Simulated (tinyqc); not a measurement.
Strained alloy layer of GaSb and GaAs on (001) InP, model-solid band line-up: one step of the calculation.

The layer is x parts of the first compound and 1 - x of the second, grown coherently on the third as substrate and barrier. Rows of the table: lattice constant a, average valence level Ea on an absolute scale, spin-orbit splitting so, gaps at Gamma, X and L, hydrostatic deformation potentials av and ac (Gamma), shear potential b, elastic constants, electron and heavy-hole (along z) masses. All are interpolated linearly in x; gaps get -C x (1 - x), taken wholly in the conduction band; real line-ups can differ from this model by 0.1 eV or more.

Question. Relaxed alloy and strain. In-plane strain e = (a_substrate - a)/a, e_z = -2 (c12/c11) e, volume change 2 e + e_z.

Values chosen for this exercise: fraction of the first compound in the layer x = 0.54; bowing of the Gamma gap CG = 1.43 eV; bowing of the X gap CX = 1.2 eV; bowing of the L gap CL = 1.2 eV.

Binary compounds, values chosen for the exercise:
```
              close to GaSb  close to GaAs  close to InP
a (angstrom)          6.096          5.653         5.869
Ea (eV)               -6.25          -6.92         -7.04
so (eV)               0.752           0.34         0.111
EG (eV)               0.736           1.44          1.34
EX (eV)                1.04           1.91          2.22
EL (eV)               0.816           1.71          1.93
av (eV)               0.788           1.16          1.27
ac (eV)               -6.86           -7.2         -5.09
b (eV)                -2.03          -1.72         -1.72
c11 (GPa)              89.2            120           102
c12 (GPa)              40.7           53.2          55.6
me (m0)              0.0393         0.0676        0.0807
mh (m0)               0.251          0.351         0.527
```

Give: a; Gamma gap; X gap; L gap; e; e_z; volume change.

Answer.

a = 5.8922 angstrom
Gamma gap = 0.70463 eV
X gap = 1.1421 eV
L gap = 0.92916 eV
e = -0.39408 %
e_z = 0.35417 %
volume change = -0.43399 %

The relaxed alloy has its lowest gap at Gamma (direct). The layer is under compressive in-plane strain.

tinyqc, about 0.01 s, one thread, Intel Xeon 2.30GHz (shared host): `OMP_NUM_THREADS=1 python tinyqc.py 2690060 2690061 out.jsonl`
